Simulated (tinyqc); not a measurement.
Small-signal admittance of a forward-biased p+-n diode: two steps of the calculation.

Holes injected into a neutral base of width wb with an ohmic contact at its end; low injection, p0 far above the equilibrium density. A small voltage v exp(i w t), w = 2 pi f, modulates the edge density by p0 v/Vt, and the small-signal density obeys Dp d2p/dx2 = (1/tau + i w) p.

Inputs (values chosen for the exercise); permittivity close to that of germanium: temperature T = 350 K; relative permittivity eps_r = 16; donor density of the base Nd = 1.2e16 cm^-3; hole diffusion coefficient Dp = 47 cm^2/s; hole lifetime tau = 9e-9 s; width of the neutral base wb = 7.2 um; excess hole density at the junction edge p0 = 5e14 cm^-3; acceptor density of the p+ side Na = 8e19 cm^-3; signal frequency f = 9.5e5 Hz.

Constants: q = 1.602176634e-19 C, kB = 1.380649e-23 J/K, Vt = kB T/q, eps0 = 8.8541878128e-14 F/cm where lengths are in cm. Results are converted to the units shown.

Problem 1. Closed-form admittance. L = sqrt(Dp tau); direct current J = (q Dp p0/L) coth(wb/L); k = sqrt(1 + i w tau)/L; diffusion admittance Y = (q Dp p0/Vt) k coth(k wb) = G + i w C_diff; junction capacitance C_j = sqrt(q eps0 eps_r Nd/(2 Vr)) in the depletion approximation, with the remaining barrier Vr = Vt ln(Na/p0), a rough value under forward bias; base-width modulation is left out.

Wanted: L; J; k wb; Y; C_diff; C_j.

Solution 1.

L = 6.504 um
J = 7.209 A/cm^2
k wb = 1.107+0.030i
Y = 239.0+3.3i S/cm^2
C_diff = 0.5489 uF/cm^2
C_j = 0.06139 uF/cm^2

G is 1.00 times its low-frequency value J/Vt, and C_diff is 8.94 times C_j.

Problem 2. The same by finite differences. 7 equal intervals, h = wb/7; u = small-signal density over its edge value, u_0 = 1, u_7 = 0; u_(i-1) + b u_i + u_(i+1) = 0 with b = -2 - h^2 (1/tau + i w)/Dp; Y = (q Dp p0/(Vt h)) (-b/2 - u_1), which includes the half box at the edge.

Wanted: b; u; Y on the mesh.

Solution 2.

b = -2.025-0.001i
u, node 1 to 6: [0.8148-0.0021i, 0.6501-0.0031i, 0.5015-0.0033i, 0.3656-0.0030i, 0.2387-0.0022i, 0.1179-0.0012i]
Y on the mesh = 239.9+3.3i S/cm^2

Computed by the program tinyqc: `OMP_NUM_THREADS=1 python tinyqc.py 2890167 2890168 out.jsonl`, one thread of a shared Intel Xeon 2.30GHz, about 0.01 s for the whole run.
